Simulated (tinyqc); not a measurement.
Free and nearly free electrons in a metal: sweeps and comparisons. A value that a table varies takes the place of the one given here.

The cubic cell holds 4 atoms: n = 4 z/a^3, kF = (3 pi^2 n)^(1/3), EF = c kF^2/m, vF = 2 c kF/(m hbar), c = hbar^2/2m0; rs = (3/(4 pi n))^(1/3)/a0; D(EF) = 3 n/(2 EF).

Two plane waves k and k - G, G = (111) (2 pi/a): H = [[c k^2/m, V], [V, c (k - G)^2/m]] with c = hbar^2/2m0.

Square wire of width w with grain size w: rho/rho0 = 1/(1 - 3 al/2 + 3 al^2 - 3 al^3 ln(1 + 1/al)) + (3/4) (1 - p) l/w, with al = (l/w) Rg/(1 - Rg) (Mayadas-Shatzkes plus the thick-wire form of Fuchs-Sondheimer); l = hbar kF/(n e^2 rho), e = 1.602176634e-19 C.

Constants: hbar^2/2m0 = 3.80998211 eV angstrom^2; hbar = 6.58211957e-16 eV s; a0 (Bohr radius) = 0.5291772105 angstrom.

Inputs chosen for the exercise (near those of Cu, whose d bands this model ignores; not measured data):
- a = 3.583 angstrom (fcc lattice constant)
- z = 1 (free electrons an atom)
- m = 1 m0 (mass)
- rho = 1.81 micro-ohm cm (bulk resistivity)
- p = 0.2 (specularity of the surfaces)
- Rg = 0.55 (reflection at grain boundaries)
- w = 10 nm (wire width)

## When the Fermi surface touches the face

On the face the lower band is E = c (G^2/4 + q^2)/m - V, q along the face. EF is held at its free value. A neck opens where EF > c G^2/(4m) - V, with radius q; the second band fills where EF > c G^2/(4m) + V.

Necks:

| V (eV) | lower band at the face centre (eV) | neck radius (1/angstrom) | radius/kF |
|---|---|---|---|
| 0.2 | 8.587 | - | - |
| 0.5 | 8.287 | - | - |
| 0.8 | 7.987 | - | - |
| 1.1 | 7.687 | - | - |
| 1.4 | 7.387 | - | - |
| 1.8 | 6.987 | 0.2113 | 0.154 |
| 2.2 | 6.587 | 0.3868 | 0.282 |
| 2.6 | 6.187 | 0.5046 | 0.368 |

EF = 7.157 eV
c G^2/(4m) = 8.787 eV

Contact needs V > 1.630 eV. It is first met at V = 1.8 eV of those listed, and the radius then grows as the square root of the excess, to 0.368 kF at 2.6 eV. EF is held at its free value here; a count of states lowers it as V grows, strongly for V of an eV or more, so the threshold is a lower bound, the radii are upper bounds, and some necks may vanish.

## Resistivity of narrow wires

Wires:

| w (nm) | al | grain term (factor - 1) | surface term | rho (micro-ohm cm) |
|---|---|---|---|---|
| 200 | 0.219 | 0.313 | 0.107 | 2.57 |
| 100 | 0.437 | 0.615 | 0.215 | 3.31 |
| 50 | 0.874 | 1.209 | 0.429 | 4.77 |
| 30 | 1.457 | 1.993 | 0.715 | 6.71 |
| 20 | 2.186 | 2.969 | 1.073 | 9.13 |
| 14 | 3.123 | 4.221 | 1.533 | 12.23 |
| 10 | 4.372 | 5.889 | 2.146 | 16.35 |
| 7 | 6.246 | 8.390 | 3.066 | 22.55 |

l = 35.77 nm

At 7 nm the resistivity is 12.46 times the bulk value; grain boundaries add more (8.39 from grains, 3.07 from surfaces). It passes twice the bulk value between 100 and 50 nm. The surface formula is meant for w above l = 36 nm, so the rows below that are rough.

## What sets the wire resistivity

All results formed anew. Each row changes one parameter from the base and keeps the others.

Results:

| case | EF (eV) | l (nm) | wire rho (micro-ohm cm) |
|---|---|---|---|
| base | 7.157 | 35.77 | 16.355 |
| a = 3.69 angstrom | 6.748 | 37.94 | 17.231 |
| m = 1.2 m0 | 5.964 | 35.77 | 16.355 |
| rho = 2.172 micro-ohm cm | 7.157 | 29.81 | 16.736 |
| p = 0.5 | 7.157 | 35.77 | 14.898 |
| Rg = 0.385 | 7.157 | 35.77 | 11.198 |
| w = 7 nm | 7.157 | 35.77 | 22.546 |

The largest shifts from the base row, up to three for each result and ties (the steps differ in size, so this ranks the rows, not the parameters). EF (eV): m -1.193, a -0.409; unchanged at the printed digits by rho, p, Rg and w. l (nm): rho -5.96, a +2.17; unchanged at the printed digits by m, p, Rg and w. wire rho (micro-ohm cm): w +6.191, Rg -5.157, p -1.457; unchanged at the printed digits by m. The mass drops out of l at given rho, because vF falls and tau rises by the same factor.

tinyqc: `OMP_NUM_THREADS=1 python tinyqc.py 1650627 1650628 out.jsonl`; about 0.01 s, one thread, shared Intel(R) Xeon(R) Processor @ 2.30GHz.
